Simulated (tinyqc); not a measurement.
# From Hall mobility back to peak concentration N_0

Model: sheet resistance and Hall data of a diffused or implanted layer. Computed by tinyqc, a small Python program. Command: `OMP_NUM_THREADS=1 python tinyqc.py 3031041 3031042 out.jsonl layer inv`. One thread of a shared host (Intel(R) Xeon(R) Processor @ 2.30GHz), about 0.02 s of CPU time with the checks.

Carriers are taken equal to the net active doping down to the junction (full ionisation, which deep dopants in wide-gap hosts do not reach; no spill-over, no depletion), and the Hall factor is 1.

Inputs (values chosen for the exercise, modelled on donors in GaAs):
```
quantity,value,unit
mu_min,499,cm^2/(V s)
mu_max,9630,cm^2/(V s)
N_ref,5.7e+16,1/cm^3
exponent alpha,0.39,-
length scale l,310,nm
background doping N_B (opposite type),1.2e+14,1/cm^3
```

Profile: complementary error function. Activation: complete.

Constants: e = 1.602176634e-19 C.

Method:
- N(x) = N_0 erfc(x/l), dose N_0 l/sqrt(pi), junction x_j = l erfc^-1(N_B/N_0).
- Mobility mu = mu_min + (mu_max - mu_min)/(1 + (N_t/N_ref)^alpha), N_t = active doping + N_B; carriers n = active doping - N_B, all dopants active.
- Integrals from x_0 (0 unless stated) to x_j by the midpoint rule on 400 even intervals: 1/R_s = e int n mu dx; sheet density n_s = int n dx; Hall sheet density (int n mu dx)^2/int n mu^2 dx; Hall mobility int n mu^2 dx/int n mu dx.
- Mean conductivity 1/(R_s x_j); mean mobility 1/(e n_s R_s).

Question. A run gave the result below. Find the peak concentration N_0, known to lie between 3.4e+18 and 5.2e+18 1/cm^3.

Hall mobility = 2518.622 cm^2/(V s)

Answer.

Each step takes the trial c = (a f_b - b f_a)/(f_b - f_a), f being the result less the target and a, b, c the logarithms of the listed values; c replaces end b, the old b replaces a if the sign of f changed, and otherwise f_a is halved.

Scan of the range:
```
peak concentration N_0 (1/cm^3),Hall mobility (cm^2/(V s))
3.40e+18,2608.29
3.65e+18,2566.10
3.92e+18,2524.24
4.20e+18,2484.32
4.51e+18,2443.70
4.84e+18,2404.00
5.20e+18,2364.25
```

False position (Illinois rule, in the logarithm of the input) inside the bracket:
```
step,end a,end b,trial,Hall mobility (cm^2/(V s))
1,3.92000e+18,4.20000e+18,3.95822e+18,2518.59
2,3.92000e+18,3.95822e+18,3.95777e+18,2518.65
3,3.95822e+18,3.95777e+18,3.95800e+18,2518.62
```

Hall mobility falls at every point of a 13-point scan of the range (every second point is shown), so one value fits; it is bracketed by 3.92e18 and 4.20e18. Answer: peak concentration N_0 = 3.958e18 1/cm^3.
